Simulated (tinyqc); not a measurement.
From results back to parameters: Franz-Keldysh effect at a direct gap. Three cases, with inputs chosen for the exercise.

Problem. In modulation spectra the extrema of the oscillations lie at E_n = Eg + th (3 pi (n - 1/2)/4)^(2/3) (the phase constant is taken as pi/2 here), with th = (c (e Fd)^2/mr)^(1/3), mr = me mhh/(me + mhh), c = hbar^2/2m0; 1 kV/cm = 1e-5 V/angstrom. Extrema n = 2 and n = 5 are given; Eg and the field are hidden.

Constants: hbar^2/2m0 = 3.80998211 eV angstrom^2.

Case 1.

Values chosen (out of a larger set: near those of GaAs; not measured data): me = 0.0675 m0 (electron mass); mhh = 0.501 m0 (heavy-hole mass).

E_2 = 1.49588 eV
E_5 = 1.57568 eV

Case 2.

Values chosen (out of a larger set: near those of InP; not measured data): me = 0.0765 m0 (electron mass); mhh = 0.586 m0 (heavy-hole mass).

E_2 = 1.45476 eV
E_5 = 1.53334 eV

Case 3.

Values chosen (out of a larger set: near those of GaAs; not measured data): me = 0.0693 m0 (electron mass); mhh = 0.477 m0 (heavy-hole mass).

E_2 = 1.51131 eV
E_5 = 1.61101 eV

Find: th; Eg; Fd.

Solution. E_n is linear in (3 pi (n - 1/2)/4)^(2/3): the slope is th and the intercept Eg; then e Fd = sqrt(th^3 mr/c).

Case 1.

th = 31.84 meV
Eg = 1.422 eV
Fd = 71 kV/cm

Case 2.

th = 31.36 meV
Eg = 1.382 eV
Fd = 74 kV/cm

Case 3.

th = 39.78 meV
Eg = 1.419 eV
Fd = 1.0e+02 kV/cm

Computed by tinyqc, one run a case: `OMP_NUM_THREADS=1 python tinyqc.py N N+1 out.jsonl` with N = 1682225, 1682235, 1682418; one thread of a shared Intel(R) Xeon(R) Processor @ 2.30GHz, about 0.01 s a run at most.
